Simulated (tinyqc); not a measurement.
# Changing the ground-state phonon hbar omega_g

Model: configuration-coordinate model of a defect: Huang-Rhys factor and luminescence line shape. Computed by tinyqc, a small Python program. Command: `OMP_NUM_THREADS=1 python tinyqc.py 3021119 3021120 out.jsonl ccline sweep`. One thread of a shared host (Intel(R) Xeon(R) Processor @ 2.30GHz), about 0.04 s of CPU time with the checks.

Ground state E_g(Q) = (1/2) omega_g^2 Q^2; excited state E_e(Q) = E_0 + (1/2) omega_e^2 (Q - dQ)^2 with omega_e = omega_g and E_0 = E_ZPL. Q is mass-weighted; the dipole does not depend on Q (Condon approximation).

Inputs (values chosen for the exercise, for a model defect in a wide-gap host): zero-phonon energy E_ZPL = 4.01 eV; displacement dQ = 0.348 u^(1/2) angstrom; temperature T = 77 K.

Modes: equal frequencies in both states.

Constants: hbar^2/u = 4.18015928e-03 eV angstrom^2; k_B = 8.617333262e-05 eV/K.

Method:
- S = hbar omega dQ^2/(2 hbar^2/u) for each state; relaxation energy S hbar omega; absorption at E_0 + S_e hbar omega_e, emission at E_0 - S_g hbar omega_g; the Stokes shift is their difference.
- Overlaps <m_e|n_g> of harmonic-oscillator functions (Hermite recursion, positive leading coefficients) by a sum over an even grid (700 points from x = -9 to 9 + d for the small table, 1500 points from -16 to 16 + d for the thermal sums), with x = Q sqrt(omega_g/hbar), d = sqrt(2 S_g) and frequency ratio omega_e/omega_g.
- Initial levels m = 0..24 carry Boltzmann weights exp(-m hbar omega_e/k_B T), normalised; final levels n = 0..79; a line lies at E_ZPL + m hbar omega_e - n hbar omega_g with weight w_m <m|n>^2. Moments are taken over these weights without the E^3 factor; FWHM = 2 sqrt(2 ln 2) x standard deviation; the zero-phonon weight is the sum of w_m <m|m>^2.

One run for each value:
```
ground-state phonon hbar omega_g (meV)     S_g  Stokes shift (eV)  FWHM from the second moment (eV)  zero-phonon weight
44                                      0.6374            0.05609                           0.08283             0.52808
53                                      0.7677            0.08138                           0.10939             0.46391
64                                      0.9271            0.11867                           0.14512             0.39568
78                                      1.1299            0.17626                           0.19524             0.32307
94                                      1.3616            0.25599                           0.25830             0.25624
110                                     1.5934            0.35055                           0.32698             0.20323
140                                     2.0280            0.56783                           0.46948             0.13160
160                                     2.3177            0.74166                           0.57360             0.09850
```

What does the table show, and why?

Over the rows, S_g rises from 0.637 to 2.32 (exponent d ln y / d ln x about 1.0 throughout); Stokes shift (eV) rises from 0.0561 to 0.742 (exponent d ln y / d ln x about 2.0 throughout); FWHM from the second moment (eV) rises from 0.0828 to 0.574 (exponent d ln y / d ln x about 1.5 throughout). The exponent of S_g stays at 1: S goes as omega at fixed dQ.

Caution (all rows): for small S the spectrum is a set of resolved lines, and a Gaussian width has little meaning.
